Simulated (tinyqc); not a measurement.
Worked calculation: Hueckel theory of the pi electrons with the omega technique, for the molecule O=Cc1ccc2c(c1)C=C2 (SMILES; centres numbered as the heavy atoms are written). One step of it, computed by the program tinyqc.

Problem. Orbitals, round 1. Diagonalise; E = alpha + x beta with beta < 0, so the largest x are filled first; degenerate levels share their electrons. P = sum n_i c_ri c_si; each orbital has its largest coefficient positive (the first on a tie).

Hueckel matrix in units of beta (H = alpha + beta A):
```
,1O,2C,3C,4C,5C,6C,7C,8C,9C,10C
1O,1.000000,1.000000,0.000000,0.000000,0.000000,0.000000,0.000000,0.000000,0.000000,0.000000
2C,1.000000,0.000000,1.000000,0.000000,0.000000,0.000000,0.000000,0.000000,0.000000,0.000000
3C,0.000000,1.000000,0.000000,1.000000,0.000000,0.000000,0.000000,1.000000,0.000000,0.000000
4C,0.000000,0.000000,1.000000,0.000000,1.000000,0.000000,0.000000,0.000000,0.000000,0.000000
5C,0.000000,0.000000,0.000000,1.000000,0.000000,1.000000,0.000000,0.000000,0.000000,0.000000
6C,0.000000,0.000000,0.000000,0.000000,1.000000,0.000000,1.000000,0.000000,0.000000,1.000000
7C,0.000000,0.000000,0.000000,0.000000,0.000000,1.000000,0.000000,1.000000,1.000000,0.000000
8C,0.000000,0.000000,1.000000,0.000000,0.000000,0.000000,1.000000,0.000000,0.000000,0.000000
9C,0.000000,0.000000,0.000000,0.000000,0.000000,0.000000,1.000000,0.000000,0.000000,1.000000
10C,0.000000,0.000000,0.000000,0.000000,0.000000,1.000000,0.000000,0.000000,1.000000,0.000000
```

pi electrons, sum of z_r less the charge = 10

Give: x values; occupations; coefficients; charge and bond-order matrix P.

Solution.

x values: 2.3987  1.9243  1.3387  1.0884  0.3136  -0.1577  -0.6307  -1.1472  -1.7407  -2.3874

occupations: 2.0000  2.0000  2.0000  2.0000  2.0000  0.0000  0.0000  0.0000  0.0000  0.0000

coefficients:
```
,MO1,MO2,MO3,MO4,MO5,MO6,MO7,MO8,MO9,MO10
1O,0.1345,0.5349,0.5746,-0.2873,-0.2364,0.2623,-0.3552,-0.0863,0.1519,0.0418
2C,0.1882,0.4944,0.1946,-0.0254,0.1623,-0.3037,0.5792,0.1853,-0.4162,-0.1415
3C,0.3168,0.4164,-0.3141,0.2596,0.2873,-0.2144,-0.0101,-0.1263,0.5726,0.2961
4C,0.2523,0.1990,-0.4890,-0.2262,0.2054,0.4216,-0.1195,-0.4236,-0.3627,-0.2474
5C,0.2884,-0.0335,-0.3406,-0.5058,-0.2229,0.1479,0.0854,0.6122,0.0588,0.2945
6C,0.4395,-0.2635,0.0331,-0.3243,-0.2753,-0.4449,0.0656,-0.2787,0.2604,-0.4556
7C,0.4495,-0.2087,0.1454,0.3218,-0.3743,0.2277,0.2960,-0.3132,-0.1935,0.4632
8C,0.3195,0.1080,-0.1260,0.5342,-0.2776,-0.0841,-0.4534,0.3831,-0.2178,-0.3181
9C,0.3193,-0.2461,0.2875,0.1404,0.4354,0.4931,0.2011,0.2549,0.2942,-0.3323
10C,0.3163,-0.2648,0.2395,-0.1690,0.5108,-0.3055,-0.4228,0.0208,-0.3186,0.3300
```

charge and bond-order matrix P:
```
,1O,2C,3C,4C,5C,6C,7C,8C,9C,10C
1O,1.5455,0.7410,-0.1151,-0.2483,0.0463,0.1909,0.0568,-0.1191,-0.1334,-0.0673
2C,0.7410,0.6893,0.4888,0.1795,-0.1038,-0.1551,-0.1184,0.0607,0.1229,0.1248
3C,-0.1151,0.4888,1.0447,0.6333,-0.0219,-0.2883,-0.0283,0.4894,0.1398,0.0352
4C,-0.2483,0.1795,0.6333,0.8716,0.6027,0.1182,-0.2978,-0.0283,-0.1027,0.1062
5C,0.0463,-0.1038,-0.0219,0.6027,1.0117,0.6994,0.0155,-0.1538,-0.3313,-0.0197
6C,0.1909,-0.1551,-0.2883,0.1182,0.6994,0.8893,0.5120,0.0219,0.0986,0.2619
7C,0.0568,-0.1184,-0.0283,-0.2978,0.0155,0.5120,1.0208,0.7571,0.2378,-0.0266
8C,-0.1191,0.0607,0.4894,-0.0283,-0.1538,0.0219,0.7571,0.9840,-0.0133,-0.3795
9C,-0.1334,0.1229,0.1398,-0.1027,-0.3313,0.0986,0.2378,-0.0133,0.9090,0.8675
10C,-0.0673,0.1248,0.0352,0.1062,-0.0197,0.2619,-0.0266,-0.3795,0.8675,1.0341
```
